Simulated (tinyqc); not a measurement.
Gupta-type many-body potential for a metal: one step, computed by the program tinyqc.

E_i = sum_j A exp(-p (r_ij/r0 - 1)) - xi rho_i^gamma, with rho_i = sum_j exp(-2 q (r_ij/r0 - 1)); gamma = 1/2 is the tight-binding second-moment form. The crystal is fcc unless stated; d is the neighbour distance and a fixed number of shells is kept.

Question. Unrelaxed vacancy. Each neighbour j of the vacancy loses one repulsive term and one density term: E_v = sum_shells count x {-repulsion - xi [(rho - density)^gamma - rho^gamma]}. (The removed atom returns to a bulk-like site, so its own energy cancels.)

Inputs (values chosen for the exercise, modelled on lead): hopping xi = 0.931 eV; embedding exponent gamma = 0.5.

Shells:
```
shell  count  r (angstrom)  repulsion (eV)   density
1         12      3.477884    1.029824e-01  1.047995
2          6      4.918471    1.910434e-03  0.056438
3         24      6.023872    8.961993e-05  0.005998
```

density rho = 13.05851

repulsive energy = 1.249403 eV

Give: vacancy energy E_v; ratio E_v/E_c, E_c = xi rho^gamma less the repulsive energy.

Answer.

vacancy energy E_v = 0.4667 eV

ratio E_v/E_c, E_c = xi rho^gamma less the repulsive energy = 0.2207

A pair potential gives E_v = E_c; here the ratio is 0.22, as the remaining bonds of the neighbours strengthen when one is lost.
